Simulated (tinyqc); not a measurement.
Surface potential of a MOS transistor: implicit equation and explicit approximations: two steps of the calculation.

p-type body, charge-sheet picture, depletion and inversion only, full ionisation (an idealisation for deep acceptors), Boltzmann statistics (rough once Na exp(x - xn) passes about Nc/7). In units of Vt: xg = (Vg - Vfb)/Vt, x = psi/Vt, G = gamma/sqrt(Vt), xn = (2 phiF + Vc)/Vt. The implicit equation is (xg - x)^2 = G^2 [x - 1 + exp(x - xn)] for x above about 3. Cox = eps0 eox/tox.

Problem 1. Explicit approximation. Depletion value a = 1 + [sqrt(G^2/4 + xg - 1) - G/2]^2; inversion value b = xn + ln[(xg - xn)^2/G^2 - xn + 1] and first guess y = min(a, b) - ln(1 + exp(-|a - b|)) if a > xn + 1, else b = y = a; one second-order correction with D = exp(y - xn), p = 2 (xg - y) + G^2 (1 + D), w = (xg - y)^2 - G^2 (y - 1 + D): z = y + 2 w/(p + sqrt(p^2 - 2 (2 - G^2 D) w)), or the Newton step z = y + w/p where the root is not real.

G = 0.43876815
xn = 31.952874
xg = 59.183042

Find: a; b; y; p; w; z.

Solution 1.

a = 55.93
b = 40.20
y = 40.20
p = 773.7
w = -382.8
z = 39.41

The root of the implicit equation is x = 39.5368; y misses it by 0.66 and z by -0.13, in units of Vt.

Problem 2. New x. D = exp(x - xn), f = (xg - x)^2 - G^2 (x - 1 + D), f' = -2 (xg - x) - G^2 (1 + D), x(new) = x - f/f'.

x after iteration 1 = 39.705826
G = 0.43876815
xn = 31.952874
xg = 59.183042

Find: D; f; f'; x after iteration 2.

Solution 2.

D = 2328
f = -76.35
f' = -487.4
x after iteration 2 = 39.55

tinyqc, about 0.01 s, one thread, Intel Xeon 2.30GHz (shared host): `OMP_NUM_THREADS=1 python tinyqc.py 2122070 2122071 out.jsonl`
